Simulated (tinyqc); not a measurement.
# Circular transfer-length structure: effects of single changes

A disc contact of radius r0 and a very wide ring contact from r1 = r0 + sp outwards lie on a thin layer; the metal has no resistance and the sheet resistance under the contacts equals Rsh.

Inputs (values chosen for the exercise):

| symbol | value | unit | meaning |
|---|---|---|---|
| Rsh | 23 | ohm/sq | sheet resistance of the semiconductor layer |
| rc | 2e-5 | ohm cm^2 | specific contact resistivity |
| r0 | 48 | um | radius of the inner contact |
| sp | 24 | um | gap between the contacts |

Each table varies one quantity; the others keep the values above.

## Resistance against gap

Transfer length Lt = sqrt(rc/Rsh). R = (Rsh/2 pi) [(Lt/r0) I0(r0/Lt)/I1(r0/Lt) + ln(r1/r0) + (Lt/r1) K0(r1/Lt)/K1(r1/Lt)] with modified Bessel functions; for r0 >> Lt both ratios tend to 1. The last column is Rsh (sp + 2 Lt)/(2 pi r0).

Resistance against gap:

| sp (um) | R (ohm) | large-radius form (ohm) | linear form (ohm) |
|---|---|---|---|
| 1.9 | 1.5629 | 1.5373 | 1.5672 |
| 3 | 1.6303 | 1.6024 | 1.6511 |
| 4.8 | 1.7378 | 1.7065 | 1.7883 |
| 7.5 | 1.8935 | 1.8576 | 1.9943 |
| 12 | 2.1391 | 2.0969 | 2.3374 |
| 18 | 2.4429 | 2.3941 | 2.7950 |
| 29 | 2.9417 | 2.8845 | 3.6339 |
| 45 | 3.5641 | 3.4993 | 4.8541 |
| 71 | 4.3928 | 4.3215 | 6.8369 |

What does the table show?

R rises from 1.56 to 4.39 ohm. The linear form is 0.27 % above it in the first row and 56 % above it in the last, where ln(1 + sp/r0) has bent well below sp/r0. A straight line through the end rows, read with the linear form, gives Rsh = 12.4 ohm/sq and Lt = 18.1 um, against 23 and 9.33.

## Effect of the inner radius

Same model as above.

Effect of the inner radius:

| r0 (um) | r0/Lt | inner contact (ohm) | rc/(pi r0^2) (ohm) | Rsh Lt/(2 pi r0) (ohm) |
|---|---|---|---|---|
| 4 | 0.4290 | 40.70 | 39.79 | 8.534 |
| 7.6 | 0.8150 | 11.91 | 11.02 | 4.491 |
| 14 | 1.501 | 4.088 | 3.248 | 2.438 |
| 27 | 2.895 | 1.576 | 0.8733 | 1.264 |
| 52 | 5.576 | 0.7252 | 0.2354 | 0.6564 |
| 99 | 10.62 | 0.3623 | 0.06495 | 0.3448 |
| 190 | 20.38 | 0.1842 | 0.01763 | 0.1797 |
| 360 | 38.61 | 0.09607 | 0.004912 | 0.09482 |

What does the table show?

The inner contact goes as r0^(-1.91) between the first two rows, where it is 2.3 % above rc over the area, and as r0^(-1.02) between the last two, where it is 1.3 % above the rim form: a small disc uses its whole area, a large one only a rim of width Lt.

Numbers from tinyqc (`OMP_NUM_THREADS=1 python tinyqc.py 2760005 2760006 out.jsonl`; about 0.01 s on one thread of a shared Intel Xeon 2.30GHz).
